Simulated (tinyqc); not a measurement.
Four-point probe, van der Pauw, Hall and spreading-resistance readings of a semiconductor layer: one step, computed by the program tinyqc.

The layer is uniform and ohmic; contacts are points unless a radius is given.

Question. Resistivity and sheet resistance. rho = 1/(e n mu); R_s = rho/t.

Inputs (values chosen for the exercise, modelled on n-type silicon): carrier density n = 3.5e+17 1/cm^3; drift mobility mu = 431 cm^2/(V s); layer thickness t = 240 micrometre.

Backing of the layer: insulating.

Constants: e = 1.602176634e-19 C.

Give: resistivity rho; sheet resistance R_s.

Answer.

resistivity rho = 0.04138 ohm cm

sheet resistance R_s = 1.724 ohm/square
